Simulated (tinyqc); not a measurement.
# Changing the reverse bias V_R

Model: band-to-band tunnelling and avalanche in a reverse-biased abrupt junction. Computed by tinyqc, a small Python program. Command: `OMP_NUM_THREADS=1 python tinyqc.py 3025537 3025538 out.jsonl zener sweep`. One thread of a shared host (Intel(R) Xeon(R) Processor @ 2.30GHz), about 0.02 s of CPU time with the checks.

Direct Kane tunnelling in the local field (for indirect gaps the mass is an effective fit) and one ionisation coefficient for both carriers. N is the doping of the light side, or N_A N_D/(N_A + N_D) for the symmetric junction; the built-in voltage is taken as E_g/e.

Inputs (values chosen for the exercise, modelled on silicon):
```
quantity                                     value    unit
band gap at 300 K, E_g                        1.09      eV
gap narrowing with temperature, -dE_g/dT      0.26   meV/K
reduced tunnelling mass m_r                   0.19     m_0
permittivity eps                              11.7       -
ionisation prefactor a                     1.2e+06    1/cm
ionisation field at 300 K, b              1.63e+06    V/cm
relative rise of b with temperature            4.4  1e-4/K
effective doping N                         3.8e+17  1/cm^3
temperature T                                  200       K
```

Junction: symmetric.

Constants: eps_0 = 8.8541878128e-12 F/m; e = 1.602176634e-19 C; m_0 = 9.1093837015e-31 kg; hbar = 1.054571817e-34 J s.

Method:
- E_g(T) = E_g - (T - 300 K)(-dE_g/dT); b(T) = b [1 + (rise)(T - 300 K)]; w = sqrt(2 eps eps_0 (V_R + E_g/e)/(e N)); F_m = 2 (V_R + E_g/e)/w; the field falls linearly from F_m to 0 on both sides.
- Kane: G(F) = A F^2 exp(-B/F), A = e^2 sqrt(m_r)/(18 pi hbar^2 sqrt(E_g)), B = pi sqrt(m_r) E_g^(3/2)/(2 e hbar), SI units; J = e int G dx x V_R/(V_R + E_g/e), the last factor making J vanish at zero bias; int G dx = (w/F_m) int_0^F_m G dF by 64 Gauss-Legendre points.
- Avalanche: I = (w/F_m) int_0^F_m a exp(-b/F) dF by 64 Gauss-Legendre points, M = 1/(1 - I), breakdown at I = 1.

One run for each value:
```
reverse bias V_R (V)  tunnel current density (A/cm^2)  peak field F_m (MV/cm)  B/F_m  ionisation integral I
0.077                                       5.506e-30                  0.3745  78.09                 0.0202
0.110                                       2.327e-29                  0.3796  77.03                 0.0219
0.160                                       1.616e-28                  0.3873  75.51                 0.0246
0.220                                       1.292e-27                  0.3963  73.79                 0.0280
0.310                                       2.068e-26                  0.4094  71.43                 0.0336
0.440                                       6.738e-25                  0.4277  68.38                 0.0426
0.620                                       4.031e-23                  0.4517  64.74                 0.0569
0.880                                       5.144e-21                  0.4844  60.37                 0.0807
1.200                                       6.127e-19                  0.5218  56.05                 0.1152
```

What does the table show, and why?

Over the rows, tunnel current density (A/cm^2) rises from 5.51e-30 to 6.13e-19 (exponent d ln y / d ln x 4.0 between the first rows and 15 between the last); peak field F_m (MV/cm) rises from 0.374 to 0.522 (exponent d ln y / d ln x 0.038 between the first rows and 0.24 between the last); B/F_m falls from 78.1 to 56.0 (exponent d ln y / d ln x -0.038 between the first rows and -0.24 between the last). Between the last rows ln(J) against 1/F_m has the slope -32.3 MV/cm, to be set beside -B = -29.2; the prefactors make up the rest.

Caution (rows 0.0770, 0.110, 0.160, 0.220, 0.310, 0.440, 0.620, 0.880): V_R is below E_g/e, so the field drops by more than a quarter along the tunnelling path and the local Kane formula overestimates the current.

Extremes, crossings and ranges named in words are read from the listed rows.
